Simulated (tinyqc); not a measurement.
Inside a calculation. Model: floating body of a partially depleted SOI transistor: body voltage and kink.

Program tinyqc, `OMP_NUM_THREADS=1 python tinyqc.py 2182074 2182075 out.jsonl`; Intel Xeon 2.30GHz, shared host, one thread, about 0.2 s. Printed values are rounded.

Source at 0 V. Channel current Ic = 2 nf K Vt^2 [F(0) - F(Vd)](1 + la Vd), F(V) = ln^2(1 + exp((Vg - VT - nf V)/(2 nf Vt))), VT = VT0 - gb Vb. Saturation voltage Vs = 2 Vt sqrt(F(0)) + 3 Vt, excess Ve = (Vd - Vs + sqrt((Vd - Vs)^2 + 0.0004 V^2))/2, multiplication M1 = Ai Ve exp(-Bl/Ve). Each junction passes D(v) = J1 (exp(v/Vt) - 1) + J2 (exp(v/(2 Vt)) - 1). Bipolar current Ib = bb J1 (exp(Vb/Vt) - 1). The body settles where M1 (Ic + Ib) = D(Vb) + D(Vb - Vd) + Vb/Rb; drain current Id = (1 + M1)(Ic + Ib) - D(Vb - Vd).

Parameters, values chosen for the exercise; values of the order met in partially depleted silicon-on-insulator transistors:
```
symbol    value         unit                                                                                            meaning
T           300            K                                                                                        temperature
VT0         0.5            V                                                                     threshold at zero body voltage
gb          0.2                                                                  fall of the threshold per volt of body voltage
nf          1.3                                                                                                    slope factor
K           110  uA/(V^2 um)                                                                              gain factor per width
la         0.04          1/V                                                                   channel-length modulation factor
Ai         3.25          1/V                                                                        impact-ionisation prefactor
Bl          8.1            V                                                                          impact-ionisation voltage
J1      5.3e-13        uA/um                                                      diffusion saturation current of each junction
J2       2.4e-9        uA/um                                                  recombination saturation current of each junction
bb            0                                                 gain of the lateral bipolar transistor on the diffusion current
Rb          5e5      kohm um  resistance of a weak body tie to the source (1e9 stands for no tie, and the term is then dropped)
Vg         0.49            V                                                                                       gate voltage
Vd            2            V                                                                                      drain voltage
```

Constants: q = 1.602176634e-19 C, kB = 1.380649e-23 J/K, Vt = kB T/q. Results are converted to the units shown.

Range of the model: The multiplication law is an empirical form chosen for the exercise; self-heating and capacitive coupling to the body are left out, and the linear laws are rough once Vb passes about 0.7 V or M1 about 0.1.

## Starting value

Vb = 0.57 V.

Vb at the start = 0.57 V

## Iteration 1: new Vb

Current into the body I_in = M1 (Ic + Ib) - D(Vb - Vd), current out I_out = D(Vb) + Vb/Rb; f = ln(I_in/I_out), s = df/dVb by central differences over 1e-5 V, Vb(new) = Vb - f/s.

Ic = 0.625156 uA/um
Ve = 1.83252 V
M1 = 0.0716624
I_in = 0.0448002 uA/um
I_out = 0.00328182 uA/um
f = 2.61381
s = -22.5423 1/V
Vb after iteration 1 = 0.685952 V

## Iteration 2: new Vb

As before.

Ic = 0.852935 uA/um
Ve = 1.81740 V
M1 = 0.0685049
I_in = 0.0584302 uA/um
I_out = 0.179670 uA/um
f = -1.12329
s = -36.1055 1/V
Vb after iteration 2 = 0.654840 V

## Course of the iteration

Stop when the step is below 1e-10 V, or after 40 iterations.

Course of the iteration:
```
iteration,Vb before the step (V),step (V)
1,0.57,0.116
2,0.685952,-0.0311
3,0.654840,-2.97e-4
4,0.654544,-4.88e-8
5,0.654544,< 1e-13
```

Converged in 5 iterations.

## Drain current with floating and with grounded body

converged Vb = 0.654544 V

Id and VT at the converged Vb, Id at Vb = 0, their ratio, and the bipolar share Ib/(Ic + Ib).

VT = 0.369091 V
Id, floating = 0.841110 uA/um
Id, grounded = 0.0864917 uA/um
ratio = 9.72474
bipolar share = 0.00000 %

The body rises to 0.655 V and lowers the threshold by 131 mV.
